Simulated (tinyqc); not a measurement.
# Disorder broadening of a flat band (such as a Landau level) in the self-consistent Born approximation: what changes with what

The local Green function is G = g0(z - Sigma) with z = E + i eta and g0(z) = 1/z; the self-energy is Sigma = D G. The density of states is -Im G/pi.

Values chosen for this exercise:
- D = 0.32 eV^2 (variance of the random potential)
- eta = 0.15 eV (bare broadening)
- E = -0.195 eV (energy from the band centre)

Each table varies one quantity; the others keep the values above.

## Effect of the disorder strength

Sigma is iterated to self-consistency (retarded branch, Im Sigma < 0); first Born means Sigma = D g0(z) put once into G = g0(z - Sigma); clean means Sigma = 0. Closed form: G = (z - sqrt(z^2 - 4 D))/(2 D) with the root that gives Im G < 0; for eta -> 0 a semi-ellipse of half-width 2 sqrt(D).

The same in every row: DOS, clean (1/eV) = 0.78887.

Effect of the disorder strength:
```
D (eV^2),Re Sigma (eV),Im Sigma (eV),"DOS, self-consistent (1/eV)","DOS, first Born (1/eV)"
0.013,-0.033797,-0.039790,0.97428,1.0239
0.024,-0.048745,-0.074986,0.99453,1.1550
0.046,-0.062380,-0.13321,0.92180,1.1690
0.086,-0.072082,-0.21269,0.78722,0.83396
0.16,-0.079013,-0.32055,0.63772,0.43339
0.31,-0.084287,-0.47844,0.49126,0.19627
0.58,-0.087867,-0.68409,0.37543,0.094962
1.1,-0.090516,-0.97198,0.28126,0.046978
```

Read the table: what changes, and by how much?

|Im Sigma| rises from 0.0398 to 0.972 eV, as D^(1.03) between the first two rows and D^(0.55) between the last two (the golden rule gives power 1, broadening wider than the band power 1/2). First Born is 5.1 % above the self-consistent density of states in the first row and 0.17 times it in the last.

## Density of states across the band

Same model as above.

Density of states across the band:
```
E (eV),Re Sigma (eV),Im Sigma (eV),"DOS, self-consistent (1/eV)","DOS, first Born (1/eV)","DOS, clean (1/eV)"
0,0,-0.4956,0.4930,0.1394,2.122
0.136,0.05900,-0.4916,0.4890,0.1616,1.165
0.272,0.1176,-0.4795,0.4770,0.2525,0.4949
0.407,0.1749,-0.4589,0.4565,0.5253,0.2538
0.543,0.2311,-0.4285,0.4263,1.056,0.1505
0.679,0.2844,-0.3870,0.3849,0.6907,0.09874
0.815,0.3323,-0.3315,0.3297,0.2944,0.06953
0.95,0.3683,-0.2588,0.2574,0.1506,0.05162
1.086,0.3752,-0.1677,0.1669,0.09009,0.03973
1.222,0.3362,-0.09177,0.09128,0.06009,0.03150
1.358,0.2886,-0.05544,0.05514,0.04313,0.02558
```

The self-consistent density of states falls from 0.493 to 0.0551 1/eV. It drops to the tail left by eta beyond 2 sqrt(D) = 1.13 eV. By ratio, first Born differs most at E = 0 eV, where it is 0.28 times the self-consistent value.

Range of the model: The self-consistent Born approximation misses band tails from rare fluctuations and localisation.

Numbers from tinyqc (`OMP_NUM_THREADS=1 python tinyqc.py 2720040 2720041 out.jsonl`; about 0.01 s on one thread of a shared Intel Xeon 2.30GHz).
